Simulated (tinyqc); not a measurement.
Plane-wave Kohn-Sham cycle with exchange-only LDA in a layered model solid, step by step. One step of it, computed by the program tinyqc.

Task: Iteration 2: potential. V_H(G) = 4 pi rho(G)/G^2 for G != 0 (uniform background); v_x = -(3 rho/pi)^(1/3); V = V_ext + V_H + v_x; Fourier components f(G_m) = (1/N) sum_j f(x_j) exp(-i G_m x_j).

A solid whose potential varies along x alone (atomic units):
```
parameter,value
period a,14.000000
cross-section of the cell,18.000000
electrons per cell,2
grid points,16
"plane waves -n..n, n",3
k points,2
V1 in V1 cos(2 pi x/a),-0.210000
```

density after iteration 1 (e/bohr^3): 0.01361945  0.01253176  0.01008957  0.00780050  0.00642892  0.00583674  0.00563522  0.00557704  0.00556521  0.00557704  0.00563522  0.00583674  0.00642892  0.00780050  0.01008957  0.01253176

Give: Potentials on the grid; V(G_m), m = 0, 1, 2, ....

Result:

Potentials on the grid (hartree):
```
x,V_ext,V_H,v_x,V
0.000,-0.210,0.252,-0.235,-0.193
0.875,-0.194,0.225,-0.229,-0.197
1.750,-0.148,0.156,-0.213,-0.205
2.625,-0.080,0.065,-0.195,-0.210
3.500,0,-0.024,-0.183,-0.207
4.375,0.080,-0.100,-0.177,-0.197
5.250,0.148,-0.156,-0.175,-0.183
6.125,0.194,-0.191,-0.175,-0.171
7.000,0.210,-0.202,-0.175,-0.166
7.875,0.194,-0.191,-0.175,-0.171
8.750,0.148,-0.156,-0.175,-0.183
9.625,0.080,-0.100,-0.177,-0.197
10.500,0,-0.024,-0.183,-0.207
11.375,-0.080,0.065,-0.195,-0.210
12.250,-0.148,0.156,-0.213,-0.205
13.125,-0.194,0.225,-0.229,-0.197
```

V(G_m), m = 0, 1, 2, ... (hartree): -0.194  -0.007  0.007  0.001  0.000  0.000  0.000
